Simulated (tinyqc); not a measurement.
Changing the flaw half length a: thermal stress, cracking, delamination and buckling of a thin film; Griffith cracks and misfitting inclusions. Computed by tinyqc, a small Python program. Command: `OMP_NUM_THREADS=1 python tinyqc.py 3007308 3007309 out.jsonl filmcrack sweep`. One thread of a shared host (Intel(R) Xeon(R) Processor @ 2.30GHz), about 0.02 s of CPU time with the checks.

Isotropic linear elasticity; the substrate is much thicker than the film; stress is positive in tension.

Inputs (values chosen for the exercise, modelled on a tungsten film on silicon): substrate Young's modulus E_s = 161 GPa; substrate Poisson ratio nu_s = 0.28; substrate surface energy gamma_s = 1.8 J/m^2.

Method. Through crack of length 2a in plane strain: K_Ic = sqrt(2 gamma_s E_s/(1 - nu_s^2)); fracture stress = K_Ic/sqrt(pi a). An edge crack of depth a has K larger by 1.1215.

One run for each value:
```
flaw half length a (micrometre),"fracture stress, inner crack (MPa)","fracture stress, edge crack (MPa)"
0.01,4474,3990
0.032,2501,2230
0.1,1415,1262
0.32,791,705
1,447,399
3.2,250,223
10,141,126
32,79,71
100,45,40
```

Over the rows, fracture stress, inner crack (MPa) falls from 4470 to 44.7 (exponent d ln y / d ln x about -0.50 throughout); fracture stress, edge crack (MPa) falls from 3990 to 39.9 (exponent d ln y / d ln x about -0.50 throughout). The exponent of fracture stress, inner crack stays at -0.50: Griffith's law.
